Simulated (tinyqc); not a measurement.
## Gain factor and gap resistance from two string resistances

Problem. At small bit-line voltage each of the 64 cells has the resistance 1/(K x) at overdrive x (no mobility reduction) in series with a gap resistance Rg. Find K, Rg and the share of the gaps at the higher overdrive.

resistance of a string of 64 equal cells at overdrives of 3.7 and 7.1 V (kohm): [6457.6052, 3947.5408]

Answer. The resistance per cell is a straight line in 1/x with slope 1/K and intercept Rg.

K = 3.30 uA/V^2
Rg = 19.0 kohm
share of the gaps = 30.8 %

Computed by the program tinyqc: `OMP_NUM_THREADS=1 python tinyqc.py 2142180 2142181 out.jsonl`, one thread of a shared Intel Xeon 2.30GHz, about 0.9 s for the whole run.
